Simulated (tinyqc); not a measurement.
# From capture time tau_c back to oxide field F

Model: oxide trap near a transistor channel: two-state multiphonon kinetics, telegraph noise and bias instability. Computed by tinyqc, a small Python program. Command: `OMP_NUM_THREADS=1 python tinyqc.py 3027794 3027795 out.jsonl oxidetrap inv`. One thread of a shared host (Intel(R) Xeon(R) Processor @ 2.30GHz), about 0.01 s of CPU time with the checks.

An n-channel device under positive gate bias. The trap is empty (state 1) or holds an electron (state 2); both states are parabolas of equal curvature, and the electron reservoir is taken at the Fermi level of the channel.

Inputs (values chosen for the exercise, with an insulator like Si3N4 on silicon):
```
quantity                                value  unit
insulator constant eps_ox                7.04     -
trap depth x from the interface          0.55    nm
tunnel barrier phi_b                     2.05    eV
tunnelling mass m_ox                     0.42   m_0
trap level above E_F at zero field E_t   0.26    eV
relaxation energy E_R                     2.1    eV
attempt rate k_0 at the interface       5e+11   1/s
temperature T                             250     K
```

Parts treated: one trap.

Constants: hbar^2/(2 m_0) = 3.80998212 eV angstrom^2; k_B = 8.617333262e-05 eV/K.

Method. kappa = sqrt(2 m_ox phi_b)/hbar = sqrt(m_ox phi_b/(hbar^2/2m_0)); attenuation length lambda = 1/(2 kappa); factor exp(-x/lambda) for a rectangular barrier. E_21 = E_t - e F x is the energy of state 2 over state 1; barriers E_c = (E_R + E_21)^2/(4 E_R), E_e = E_c - E_21; tau_c = exp(E_c/k_B T)/(k_0 P), tau_e = exp(E_e/k_B T)/(k_0 P), P the tunnelling factor; occupation f_2 = tau_e/(tau_c + tau_e); 1/tau_0 = 1/tau_c + 1/tau_e.

Question. A run gave the result below. Find the oxide field F, known to lie between 5.5 and 13 MV/cm.

capture time tau_c = 0.7344817 s

Answer.

Each step takes the trial c = (a f_b - b f_a)/(f_b - f_a), f being the result less the target and a, b, c the logarithms of the listed values; c replaces end b, the old b replaces a if the sign of f changed, and otherwise f_a is halved.

Scan of the range:
```
oxide field F (MV/cm)  capture time tau_c (s)
5.50                              5.38912e+00
6.35                              1.88400e+00
7.33                              5.77902e-01
8.46                              1.53951e-01
9.76                              3.54339e-02
11.30                             6.69003e-03
13.00                             1.16467e-03
```

False position (Illinois rule, in the logarithm of the input) inside the bracket:
```
step    end a    end b    trial  capture time tau_c (s)
1     6.35000  7.33000  7.20496                0.670751
2     6.35000  7.20496  7.11469                0.747166
3     7.20496  7.11469  7.12959                0.733959
4     7.11469  7.12959  7.12900                0.734478
5     7.11469  7.12900  7.12900                0.734486
6     7.12900  7.12900  7.12900                0.734482
```

Capture time tau_c falls at every point of a 13-point scan of the range (every second point is shown), so one value fits; it is bracketed by 6.35 and 7.33. Answer: oxide field F = 7.129 MV/cm.

Caution: a field 1.5 times as high comes near the usual breakdown field of such an insulator. Caution: at this temperature nuclear tunnelling through such barriers shortens the times below these classical values.
